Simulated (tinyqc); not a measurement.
Inside a calculation. Method: G0W0 on RHF in the 6-311g basis, for He, spin multiplicity 1. One step of it, computed by the program tinyqc.

Problem. G0W0 on Hartree-Fock: HOMO. W(p,q,m) = sqrt2 sum_ia (pq|ia) (X+Y)_ia,m; Sigma_c(x) = sum_(i,m) W^2/(x - e_i + w_m) + sum_(a,m) W^2/(x - e_a - w_m); solve x = e_p + Sigma_c(x) by Newton steps; Z = 1/(1 - dSigma/dx); 1 hartree = 27.211386 eV.

orbital energies (hartree): MO1 -0.916871, MO2 0.829434, MO3 6.313546

Two-electron integrals over orbitals (pq|rs), unique and non-zero (hartree):
```
p,q,r,s,(pq|rs)
1,1,1,1,1.026153
2,1,1,1,-0.277318
2,1,2,1,0.146549
2,2,1,1,0.659589
2,2,2,1,-0.113630
2,2,2,2,0.506646
3,1,1,1,-0.173910
3,1,2,1,0.125599
3,1,2,2,-0.078781
3,1,3,1,0.216548
3,2,1,1,0.229495
3,2,2,1,-0.120916
3,2,2,2,0.102674
3,2,3,1,-0.148688
3,2,3,2,0.127591
3,3,1,1,1.176980
3,3,2,1,-0.380997
3,3,2,2,0.727303
3,3,3,1,-0.386668
3,3,3,2,0.380658
3,3,3,3,1.599956
```

excitation energies w (hartree): 2.003699  7.655084

X + Y:
```
,1,2
1>2,0.933063,0.015629
1>3,-0.062160,0.971346
```

Give: The 12 largest terms at x = e_p; Newton steps; quasiparticle energy of the HOMO; Hartree-Fock value.

Solution.

The 12 largest terms at x = e_p (hartree; W for the signs of X + Y given):
```
q,m,W,term
1,1,-0.3506,0.0614
2,1,0.1823,-0.0089
1,2,-0.2450,0.0078
3,2,0.3002,-0.0061
2,2,0.1758,-0.0033
3,1,0.1467,-0.0023
```

Newton steps (hartree):
```
step,x,Sigma_c(x),Z
0,-0.9169,0.0487,0.9662
1,-0.8699,0.0471,0.9674
2,-0.8698,0.0471,0.9674
```

quasiparticle energy of the HOMO = -23.6690 eV

Hartree-Fock value = -24.9493 eV
